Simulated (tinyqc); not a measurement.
Jacobi rotations on a symmetric matrix, step by step. One step of it, computed by the program tinyqc.

Task: Jacobi rotation 2. Take the largest off-diagonal element A_pq; tan 2 theta = 2 A_pq / (A_qq - A_pp) with |theta| <= pi/4; A' = J^T A J with J_pp = J_qq = cos, J_pq = sin, J_qp = -sin.

A':
$$\begin{pmatrix}
0.319000 & -0.208182 & -0.087000 & -0.046609 & 0.019000 \\
-0.208182 & 0.964796 & -0.016533 & 0.000000 & -0.087853 \\
-0.087000 & -0.016533 & 1.374000 & 0.274968 & 0.299000 \\
-0.046609 & 0.000000 & 0.274968 & 1.792204 & 0.493844 \\
0.019000 & -0.087853 & 0.299000 & 0.493844 & 2.935000
\end{pmatrix}$$

Give: p, q, theta; A'.

Result:

p, q, theta (rad): [4.000, 5.000, 0.356]

A':
$$\begin{pmatrix}
0.319 & -0.208 & -0.087 & -0.050 & 0.002 \\
-0.208 & 0.965 & -0.017 & 0.031 & -0.082 \\
-0.087 & -0.017 & 1.374 & 0.153 & 0.376 \\
-0.050 & 0.031 & 0.153 & 1.608 & 0.000 \\
0.002 & -0.082 & 0.376 & 0.000 & 3.119
\end{pmatrix}$$
